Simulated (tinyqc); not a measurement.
# Polarisation charge from two barrier thicknesses

Problem. Voff = phiB - dEc - q sigma d/(eps0 eb). Find sigma, phiB - dEc and the thickness at which Voff = 0.

Constants: q = 1.602176634e-19 C, eps0 = 8.8541878128e-14 F/cm where lengths are in cm. Results are converted to the units shown.

Voff at d = 17 and 39 nm (V): -7.2955895  -17.669741
eb = 9.1291000

Answer. Voff is a straight line in d: its slope is -q sigma/(eps0 eb) and its intercept phiB - dEc.

sigma = 2.38e13 cm^-2
phiB - dEc = 0.721 V
thickness for Voff = 0 = 1.53 nm

Computed by the program tinyqc: `OMP_NUM_THREADS=1 python tinyqc.py 2180128 2180129 out.jsonl`, one thread of a shared Intel Xeon 2.30GHz, about 0.01 s for the whole run.
